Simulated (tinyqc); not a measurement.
Plane-wave Kohn-Sham cycle with exchange-only LDA in a layered model solid, step by step. One step of it, computed by the program tinyqc.

Task: Iteration 2: Hamiltonian at one k. H(m,m') = (k + G_m)^2/2 delta + V(G_m - G_m'), with V(-G) = V(G).

A solid whose potential varies along x alone (atomic units):
```
parameter                      value
period a                   11.000000
cross-section of the cell  38.000000
electrons per cell                 2
grid points                       16
plane waves -n..n, n               3
k points                           4
V1 in V1 cos(2 pi x/a)     -0.120000
```

V(G_m), m = 0, 1, 2, ... (hartree): [-0.164793, -0.037433, 0.000150, 0.000028, 0.000017, 0.000001, 0.000000]

k = 0.125000 2 pi / a

Give: H.

Result:

H (hartree), order -3, -2, -1, +0, +1, +2, +3:
$$\begin{pmatrix}
1.1836 & -0.0374 & 0.0002 & 0.0000 & 0.0000 & 0.0000 & 0.0000 \\
-0.0374 & 0.4087 & -0.0374 & 0.0002 & 0.0000 & 0.0000 & 0.0000 \\
0.0002 & -0.0374 & -0.0399 & -0.0374 & 0.0002 & 0.0000 & 0.0000 \\
0.0000 & 0.0002 & -0.0374 & -0.1622 & -0.0374 & 0.0002 & 0.0000 \\
0.0000 & 0.0000 & 0.0002 & -0.0374 & 0.0417 & -0.0374 & 0.0002 \\
0.0000 & 0.0000 & 0.0000 & 0.0002 & -0.0374 & 0.5719 & -0.0374 \\
0.0000 & 0.0000 & 0.0000 & 0.0000 & 0.0002 & -0.0374 & 1.4283
\end{pmatrix}$$
